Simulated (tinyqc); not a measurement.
Worked calculation: Luttinger-Kohn k.p, four valence bands. One step of it, computed by the program tinyqc.

Task: Bloch Hamiltonian at k. P = c g1 k^2, Q = c g2 (kx^2 + ky^2 - 2 kz^2), R = c sqrt3 [-g2 (kx^2 - ky^2) + 2i g3 kx ky], S = 2 c sqrt3 g3 (kx - i ky) kz, c = hbar^2/2m = 3.809982 eV angstrom^2; rows [P+Q, -S, R, 0], [-S*, P-Q, 0, R], [R*, 0, P-Q, S], [0, R*, S*, P+Q]. The path ends lie at |k| = 0.05 1/angstrom.

Luttinger parameters chosen for this model; energies are counted downward from the top of the valence band:
```
parameter      value  unit
g1         19.670000
g2          6.760000
g3          9.200000
```

k point k (1/angstrom): 0.026000  0.014000  0.047000

Give: H(k) at k.

Result:

H(k) at k (eV):
```
                  3/2              1/2             -1/2             -3/2
3/2            0.1396  -0.1484+0.0799i  -0.0214+0.0442i           0.0000
1/2   -0.1484-0.0799i           0.3222           0.0000  -0.0214+0.0442i
-1/2  -0.0214-0.0442i           0.0000           0.3222   0.1484-0.0799i
-3/2           0.0000  -0.0214-0.0442i   0.1484+0.0799i           0.1396
```
